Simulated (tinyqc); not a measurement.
Pariser-Parr-Pople SCF with singles CI, for the molecule C=C(C=O)C(=C)C(=C)C=O (SMILES; centres numbered as the heavy atoms are written), step by step. One step of it, computed by the program tinyqc.

Task: Iteration 3: orbitals and new P. Diagonalise F (the basis is taken as orthonormal) and form P = 2 sum c c over the lowest orbitals.

F (eV):
```
            1C         2C         3C         4O         5C         6C         7C         8C
1C   -6.185763  -4.693693  -0.329174   0.483645   0.082184   0.482462   0.110408  -0.037667
2C   -4.693693  -6.233246  -3.376294   0.104155  -3.295631  -0.034229   0.005481   0.073238
3C   -0.329174  -3.376294  -5.496530  -4.996505  -0.033128   0.112526   0.033475   0.004309
4O    0.483645   0.104155  -4.996505  -9.347653   0.105888  -0.025442  -0.007962  -0.018726
5C    0.082184  -3.295631  -0.033128   0.105888  -5.998272  -4.710493  -3.314500   0.073513
6C    0.482462  -0.034229   0.112526  -0.025442  -4.710493  -5.636674   0.002053   0.608686
7C    0.110408   0.005481   0.033475  -0.007962  -3.314500   0.002053  -6.141980  -4.655869
8C   -0.037667   0.073238   0.004309  -0.018726   0.073513   0.608686  -4.655869  -5.849548
9C    0.014675   0.047826   0.006662  -0.009759  -0.039468   0.104215  -3.431371  -0.344526
10O  -0.035598  -0.008932  -0.007447   0.003778   0.088856  -0.023092   0.135974   0.614403

            9C        10O
1C    0.014675  -0.035598
2C    0.047826  -0.008932
3C    0.006662  -0.007447
4O   -0.009759   0.003778
5C   -0.039468   0.088856
6C    0.104215  -0.023092
7C   -3.431371   0.135974
8C   -0.344526   0.614403
9C   -5.451629  -4.969564
10O  -4.969564  -9.261861
```

pi electrons, sum of z_r less the charge = 10

Give: orbital energies; P after iteration 3.

Result:

orbital energies (eV): [-14.3988, -13.5441, -12.2634, -10.8975, -9.5350, -3.0758, -2.7740, -1.4358, 0.3152, 2.0060]

P after iteration 3:
```
          1C       2C       3C       4O       5C       6C       7C       8C
1C    0.9217   0.8646   0.1755  -0.3154  -0.0421  -0.3303  -0.0619   0.0291
2C    0.8646   1.0079   0.3661  -0.0568   0.3342   0.0189  -0.0032  -0.0492
3C    0.1755   0.3661   0.6971   0.8594   0.0174  -0.0627  -0.0224  -0.0037
4O   -0.3154  -0.0568   0.8594   1.3939  -0.0552   0.0135   0.0063   0.0147
5C   -0.0421   0.3342   0.0174  -0.0552   1.0240   0.8718   0.3426  -0.0361
6C   -0.3303   0.0189  -0.0627   0.0135   0.8718   0.9429   0.0019  -0.3430
7C   -0.0619  -0.0032  -0.0224   0.0063   0.3426   0.0019   1.0239   0.8510
8C    0.0291  -0.0492  -0.0037   0.0147  -0.0361  -0.3430   0.8510   0.8852
9C   -0.0073  -0.0261  -0.0049   0.0079   0.0206  -0.0709   0.3859   0.1806
10O   0.0226   0.0066   0.0066  -0.0040  -0.0579   0.0189  -0.0674  -0.3279

          9C      10O
1C   -0.0073   0.0226
2C   -0.0261   0.0066
3C   -0.0049   0.0066
4O    0.0079  -0.0040
5C    0.0206  -0.0579
6C   -0.0709   0.0189
7C    0.3859  -0.0674
8C    0.1806  -0.3279
9C    0.7068   0.8522
10O   0.8522   1.3967
```
